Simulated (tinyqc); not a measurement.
Worked calculation: composition and strain of an epitaxial Si(1-x)Ge(x) layer from Raman and X-ray peaks. Computed by tinyqc, a small Python program that keeps every step. Command: `OMP_NUM_THREADS=1 python tinyqc.py 3031816 3031817 out.jsonl epiraman walk`. One thread of a shared host (Intel(R) Xeon(R) Processor @ 2.30GHz), about 0.01 s of CPU time with the checks. Intermediate numbers are printed to about 6 digits and carried at full precision; extremes and crossings named in words are read from the listed rows.

A (001) layer, biaxially strained in the plane. The Raman peaks follow empirical lines omega = w0 + c1 x + c3 x^3 + b eps (c3 for Si-Ge alone), with eps the in-plane strain.

Inputs (values chosen for the exercise, modelled on silicon-germanium): Ge fraction x = 0.37; degree of relaxation R = 0; lattice constant of Si = 5.431 angstrom; lattice constant of Ge = 5.658 angstrom; bowing B = 0.025 angstrom; 2 C12/C11 of Si = 0.776; 2 C12/C11 of Ge = 0.746; Si-Si: w0 = 520.5 1/cm; Si-Si: c1 = -69.1 1/cm; Si-Si: strain coefficient b = -699 1/cm; Si-Ge: w0 = 400 1/cm; Si-Ge: c1 = 24.1 1/cm; Si-Ge: c3 = -35.4 1/cm; Si-Ge: strain coefficient b = -603 1/cm; Ge-Ge: w0 = 280.4 1/cm; Ge-Ge: c1 = 18.6 1/cm; Ge-Ge: strain coefficient b = -436 1/cm; uncertainty of a Raman peak = 0.05 1/cm; X-ray wavelength = 1.540598 angstrom.

Substrate: silicon. Pair of peaks used: Si-Si and Ge-Ge.

## Lattice constants and strain

Relaxed lattice constant a(x) = a_Si + (a_Ge - a_Si) x - B x (1 - x). In-plane constant a_par = a_sub + R (a(x) - a_sub); eps = a_par/a(x) - 1; eps_perp = -(2 C12/C11) eps with 2 C12/C11 linear in x; a_perp = a(x) (1 + eps_perp).

relaxed constant a(x) = 5.50916 angstrom

substrate constant a_sub = 5.431 angstrom

a_par = 5.431 angstrom

in-plane strain eps = -14.1877 per mille

strain along the normal = 10.8522 per mille

a_perp = 5.56895 angstrom

The layer is under compression in the plane and is stretched along the normal.

## Raman peaks

Insert x and eps in the three lines; the strain part is b eps.

Si-Si peak = 504.850 1/cm

Si-Ge peak = 415.679 1/cm

Ge-Ge peak = 293.468 1/cm

strain parts (1/cm): Si-Si 9.91722, Si-Ge 8.55520, Ge-Ge 6.18585

Read as unstrained, the Si-Si peak would give x = 0.226 in place of 0.37.

## X-ray (004) reflection

Bragg angle theta = arcsin(2 lambda/a) for (004), for the substrate with a_sub and the layer with a_perp; separation in arc seconds.

theta of the substrate = 34.5646 degree

theta of the layer = 33.5924 degree

separation, layer less substrate = -3499.80 arcsec

## Back from two peaks to composition and strain

Unknowns x and eps (per mille). Newton steps: J d = (measured - model), J = [d omega/dx, d omega/d eps] for the two peaks; start at x = 0.5, eps = 0; stop when |d| < 1e-9. The peaks are rounded to 0.001 per cm; R = (a(x)(1 + eps) - a_sub)/(a(x) - a_sub).

peaks used (1/cm): Si-Si 504.850, Ge-Ge 293.468

Iterations:
```
step         x  eps (per mille)  residual 1 (1/cm)  residual 2 (1/cm)
0     0.500000           0.0000               18.9              3.768
1     0.370005         -14.1879                0.0              0.000
```

recovered x = 0.370005

recovered eps = -14.1879 per mille

recovered R = 0

## Which pair of peaks is best

For each pair invert J = [d omega/dx, d omega/d eps] at the true x. Independent errors of the given size in both peaks give sigma_x and sigma_eps = uncertainty x (norm of the rows of the inverse of J).

Error propagation:
```
pair               det J      sigma_x  sigma_eps (per mille)
Si-Si and Si-Ge  48.3506  9.54644e-04              0.0721380
Si-Si and Ge-Ge   43.129  9.55077e-04              0.0829599
Si-Ge and Ge-Ge  7.04711   0.00527957               0.148384
```

The pair Si-Si and Si-Ge fixes x best (sigma_x = 9.5e-4) and Si-Ge and Ge-Ge worst (0.0053), a factor 5.5. Strain moves all peaks the same way, so a good pair needs different ratios of composition slope to strain coefficient, best of opposite sign; the slopes here are -69.1, 9.6 and 18.6 per cm for Si-Si, Si-Ge and Ge-Ge. Errors in the coefficients themselves are not counted.

## Relaxation at fixed composition

(004) Bragg angle theta = arcsin(2 lambda/a), with a = a_perp for the layer and a_sub for the substrate; separation = layer less substrate. The apparent x is the one that a fully strained layer (R = 0) would need to give the same a_perp.

Signatures; columns: (1) R; (2) eps (per mille); (3) Si-Si (1/cm); (4) Ge-Ge (1/cm); (5) a_perp (angstrom); (6) (004) separation (arcsec); (7) apparent x if R = 0 is assumed:
```
(1)        (2)      (3)      (4)      (5)       (6)       (7)
0.00  -14.1877  504.850  293.468  5.56895  -3499.80  0.370000
0.15  -12.0596  503.363  292.540  5.55998  -3278.74  0.346764
0.30   -9.9314  501.875  291.612  5.55101  -3056.81  0.323421
0.50   -7.0939  499.892  290.375  5.53906  -2759.54  0.292131
0.70   -4.2563  497.908  289.138  5.52710  -2460.69  0.260645
0.85   -2.1282  496.421  288.210  5.51813  -2235.51  0.236901
1.00    0.0000  494.933  287.282  5.50916  -2009.43  0.213043
```

Full relaxation moves the Si-Si peak by -9.92 per cm and shrinks the X-ray separation to 57 % of its strained value, about 1/(1 + 2 C12/C11). A symmetric reflection alone cannot part x from R: a relaxed layer read as strained gives x = 0.213 in place of 0.37. An asymmetric reflection or a second peak is needed.

Checks made by the program: recovered composition (relative difference 1e-05).
